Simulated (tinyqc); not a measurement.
Strain as a design knob: strained quantum well: band edges, subbands and transparency.

Growth on (001), barriers unstrained: tr(e) = e (2 - nu2), Z = b e (1 + nu2); Ec = Ev + Eg + ac tr(e), E_HH = Ev + av tr(e) + Z, E_LH = Ev + av tr(e) - Z (coupling to the split-off band left out).

Masses along z: me, 1/(g1 - 2 g2) for HH, 1/(g1 + 2 g2) for LH, likewise in the barrier; in the plane me, 1/(g1 + g2) for HH and 1/(g1 - g2) for LH (no mixing, which understates the hole masses away from k = 0). Level n solves k L + 2 atan[(k/m)/(kappa/mb)] = n pi, k = sqrt(m E/c), kappa = sqrt(mb (V - E)/c), c = hbar^2/2m0.

Transparency (Bernard-Duraffourg): Fc - Fv equals the lowest transition energy with n = p, n = sum m/(2 pi c) kB T ln(1 + exp((Fc - E)/kB T)) and p likewise over the listed subbands; c = hbar^2/2m0, 1/angstrom^2 = 1e16/cm^2.

Constants: hbar^2/2m0 = 3.80998211 eV angstrom^2; kB = 8.617333262e-05 eV/K; hc = 1239.841984 eV nm.

Inputs chosen for the exercise (near those of an InGaAs/InP well; the results hold for these values, not for the real material): nu2 = 0.989 (2 C12/C11); Eg = 0.779 eV (unstrained gap of the well); Ev = -0.604 eV (its valence edge); ac = -6.17 eV; av = 1.08 eV (Ev moves by av tr(e)); b = -1.9 eV (shear potential); Egb = 1.355 eV (gap of the barrier); Evb = -0.94 eV (its valence edge); L = 100 angstrom (well width); me = 0.0451 m0 (electron mass); g1 = 13.23 (gamma1); g2 = 5.15 (gamma2); meb = 0.08 m0; g1b = 5.08; g2b = 1.6; T = 300 K (temperature); es = (-0.02, -0.014, -0.008, -0.003, 0, 0.003, 0.007, 0.012) (strains).

Only the strain is changed; the unstrained gap and the masses are kept.

Results:
```
e (%)  wavelength (nm)  top hole  hh1 - lh1 (meV)  n_tr (1e12/cm^2)  share in top
-2.0              1398       hh1              176             0.471          0.65
-1.4              1427       hh1              132             0.466          0.64
-0.8              1458       hh1               88             0.473          0.61
-0.3              1486       hh1               52             0.506          0.52
0.0               1503       hh1               30             0.554          0.42
0.3               1521       hh1                7             0.636          0.30
0.7               1590       lh1              -22             0.610          0.76
1.2               1707       lh1              -59             0.562          0.92
```

What can be read from this table?

n_tr is largest at e = +0.3 % (0.64), where hh1 - lh1 = 7 meV and the top subband holds 30 % of the holes, and smallest, 0.47, at -1.4 %. The top hole level turns from hh to lh, and the light from TE to TM, between +0.3 and +0.7 %. The wavelength runs from 1398 to 1707 nm.

Program tinyqc; command `OMP_NUM_THREADS=1 python tinyqc.py 1281385 1281386 out.jsonl`; about 0.01 s on one thread of a shared Intel(R) Xeon(R) Processor @ 2.30GHz.
